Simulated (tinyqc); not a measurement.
Stretching all distances: RHF, UHF, MP2, CISD and CCSD against full CI in the 6-31g basis, for H4, spin multiplicity 1. Computed by the program tinyqc with PySCF. All coordinates are multiplied by the scale. c0^2 is the weight of the RHF determinant in the lowest singlet FCI state (UHF is spin-contaminated and may lie near states of higher spin) and n(LUMO) the first natural occupation beyond the occupied space.

Geometry (angstrom):

| atom | x | y | z |
|---|---|---|---|
| H | 0.0000 | 0.0000 | 0.0000 |
| H | 0.0000 | 0.0000 | 0.7940 |
| H | 0.0000 | 1.0180 | 0.0000 |
| H | 0.0000 | 1.0180 | 0.7940 |

Full CI energy (hartree) and errors against it (kcal/mol):

| scale | distance 1-2 (angstrom) | E(FCI) | RHF | UHF | MP2 | CISD | CCSD | <S^2> UHF | c0^2 | n(LUMO) |
|---|---|---|---|---|---|---|---|---|---|---|
| 0.9800 | 0.7781 | -2.055766 | 39.8059 | 39.2154 | 12.5173 | 0.8950 | 0.1604 | 0.2151 | 0.9482 | 0.0675 |
| 1.2100 | 0.9607 | -2.126758 | 46.4097 | 42.2509 | 16.5635 | 1.4419 | 0.1136 | 0.5022 | 0.9236 | 0.1023 |
| 1.6600 | 1.3180 | -2.113534 | 64.9181 | 39.6996 | 28.4086 | 4.0905 | 0.0589 | 1.0385 | 0.8413 | 0.2063 |
| 1.8900 | 1.5007 | -2.086436 | 78.2149 | 34.2492 | 36.8107 | 6.7929 | 0.0050 | 1.3010 | 0.7806 | 0.2785 |
| 2.1200 | 1.6833 | -2.060098 | 94.0688 | 26.9982 | 46.6121 | 10.7653 | -0.0827 | 1.5307 | 0.7094 | 0.3611 |
| 2.3400 | 1.8580 | -2.039167 | 111.2761 | 19.8481 | 56.8730 | 15.8525 | -0.1791 | 1.6978 | 0.6360 | 0.4460 |
| 2.5700 | 2.0406 | -2.022745 | 130.7950 | 13.4065 | 67.8199 | 22.3462 | -0.2587 | 1.8170 | 0.5599 | 0.5359 |

Estimate the missing row, scale = 1.43.

Computed row:
```
scale   distance 1-2 (angstrom)     E(FCI)      RHF      UHF      MP2    CISD    CCSD  <S^2> UHF    c0^2  n(LUMO)
1.4300                   1.1354  -2.132621  54.2900  42.3895  21.6071  2.3947  0.0863     0.7686  0.8894   0.1469
```

UHF lies below RHF over the whole range. The weight c0^2 goes from 0.95 to 0.56 and n(LUMO) from 0.07 to 0.54: static correlation grows as the bonds break into open-shell fragments. The spread of the error along the curve, which distorts its shape, is CCSD 0.4, CISD 21.5, UHF 29.0, MP2 55.3, RHF 91.0 kcal/mol. Below FCI somewhere: CCSD, as non-variational methods may be.
